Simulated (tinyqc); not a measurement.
Born-Oppenheimer dynamics on the LDA (VWN5)/sto-3g surface (energies and gradients from PySCF), for H3+, spin multiplicity 1, step by step. Computed by tinyqc, a small Python program that keeps every step (integrals from PySCF). Settings: charge = 1, multiplicity = 1, basis = sto-3g, functional = lda,vwn, time step (fs) = 0.5, steps = 24. Command: `OMP_NUM_THREADS=1 python tinyqc.py 28699 28700 out.jsonl` (the two numbers bound the seeds that draw the settings). One thread of a shared host (Intel(R) Xeon(R) Processor @ 2.60GHz), about 4 s of CPU time with the checks.

positions (bohr), order 1H, 2H, 3H:
$$\begin{pmatrix}
-0.0321 & 0.0076 & 0.0265 \\
0.0359 & -0.0813 & 1.5571 \\
-0.0019 & 1.2793 & 0.7068
\end{pmatrix}$$

The total energy should stay constant up to terms of order dt^2; the step counts as short enough if it moves by less than 2 % of the largest kinetic energy.

Trajectory:
```
time (fs)  1H-2H (angstrom)  potential (hartree)  kinetic (hartree)  total (hartree)
0.0000               0.8122            -1.221542           0.001132        -1.220410
0.5000               0.8280            -1.227824           0.007021        -1.220803
1.0000               0.8708            -1.243392           0.021838        -1.221554
1.5000               0.9317            -1.256715           0.034846        -1.221869
2.0000               1.0008            -1.261668           0.039913        -1.221755
2.5000               1.0701            -1.258667           0.037167        -1.221501
3.0000               1.1338            -1.250841           0.029569        -1.221272
3.5000               1.1879            -1.241366           0.020252        -1.221114
4.0000               1.2300            -1.232577           0.011559        -1.221019
4.5000               1.2587            -1.225938           0.004971        -1.220967
5.0000               1.2730            -1.222262           0.001317        -1.220945
5.5000               1.2727            -1.221910           0.000967        -1.220943
6.0000               1.2576            -1.224916           0.003955        -1.220961
6.5000               1.2281            -1.230990           0.009985        -1.221005
7.0000               1.1850            -1.239431           0.018341        -1.221089
7.5000               1.1296            -1.248930           0.027697        -1.221233
8.0000               1.0644            -1.257351           0.035904        -1.221447
8.5000               0.9931            -1.261669           0.039965        -1.221704
9.0000               0.9213            -1.258597           0.036727        -1.221871
9.5000               0.8573            -1.246795           0.025122        -1.221673
10.0000              0.8110            -1.230701           0.009724        -1.220977
10.5000              0.7922            -1.221337           0.000930        -1.220407
11.0000              0.8062            -1.226897           0.006146        -1.220751
11.5000              0.8500            -1.242495           0.020982        -1.221513
12.0000              0.9148            -1.256530           0.034668        -1.221862
```

Is the time step short enough?

No. The total energy moves within 1.5e-03 hartree; that is over 2 % of the largest kinetic energy, so the time step is too long.
